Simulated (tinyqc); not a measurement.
Inside a calculation. Method: sp3 tight binding, zinc-blende lattice. One step of it, computed by the program tinyqc.

Task: Bloch Hamiltonian at k. Slater-Koster rules over the four bonds with direction cosines (l, m, n): ss V_ss; s-px l V_sp; px-s -l V_sp; px-px l^2 V_pps + (1 - l^2) V_ppp; px-py l m (V_pps - V_ppp); each times exp(i k.d).

Parameters chosen for this model: zinc-blende lattice, anion at 0, cation at a/4 (1,1,1); V = eta hbar^2 / (m d^2), hbar^2/m = 7.619964 eV angstrom^2:
```
parameter          value      unit
a               6.110000  angstrom
d               2.645708  angstrom
Es anion      -14.530000        eV
Ep anion       -6.360000        eV
Es cation     -13.130000        eV
Ep cation      -5.620000        eV
eta ss         -1.400000
eta sp          1.840000
eta pp sigma    3.240000
eta pp pi      -0.810000
V ss           -1.524043        eV
V sp            2.003028        eV
V pp sigma      3.527071        eV
V pp pi        -0.881768        eV
```

k point k (2 pi / a): 0.010000  0.770000  0.640000

Give: H(k) at k.

Result:

H(k) at k (eV), lower triangle (Hermitian):
```
                a s           a px           a py           a pz
a s         -14.530
a px          0.000         -6.360
a py          0.000          0.000         -6.360
a pz          0.000          0.000          0.000         -6.360
c s   -1.154-0.076i   3.653+0.014i   0.022+2.318i   0.036+1.380i
c px  -3.653-0.014i   0.445+0.029i  -0.046-1.754i  -0.028-2.946i
c py  -0.022-2.318i  -0.046-1.754i   0.445+0.029i  -4.642-0.017i
c pz  -0.036-1.380i  -0.028-2.946i  -4.642-0.017i   0.445+0.029i

          c s    c px    c py    c pz
c s   -13.130
c px    0.000  -5.620
c py    0.000   0.000  -5.620
c pz    0.000   0.000   0.000  -5.620
```
